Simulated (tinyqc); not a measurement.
Worked calculation: RHF in the sto-6g basis, for H3+, spin multiplicity 1. One step of it, computed by the program tinyqc.

Problem. Iteration 4: diagonalisation and new density. Diagonalise F' = X^T F X, C = X C', fill 1 alpha and 1 beta electrons from the bottom; D = 2 C_occ C_occ^T. Each column has its largest component positive (the first on a tie).

Fock matrix F (hartree), order 1H 1s, 2H 1s, 3H 1s:
```
[[-0.799372, -0.655546, -0.655364],
 [-0.655546, -0.580461, -0.304384],
 [-0.655364, -0.304384, -0.580381]]
```

X, order 1H 1s, 2H 1s, 3H 1s:
```
[[1.236860, -0.000079, 0.500140],
 [-0.787247, -0.766840, 0.393032],
 [-0.786848, 0.767105, 0.392948]]
```

Give: F' = X^T F X; orbital energies; coefficients C; D after iteration 4.

Solution.

F' = X^T F X (hartree):
```
[[0.233, 0.000, -0.068],
 [0.000, -0.325, 0.000],
 [-0.068, 0.000, -0.989]]
```

orbital energies (hartree): [-0.992, -0.325, 0.237]

coefficients C, order 1H 1s, 2H 1s, 3H 1s:
```
[[0.568, 0.000, 1.207],
 [0.349, -0.767, -0.808],
 [0.349, 0.767, -0.807]]
```

D after iteration 4, order 1H 1s, 2H 1s, 3H 1s:
```
[[0.646, 0.396, 0.396],
 [0.396, 0.243, 0.243],
 [0.396, 0.243, 0.243]]
```
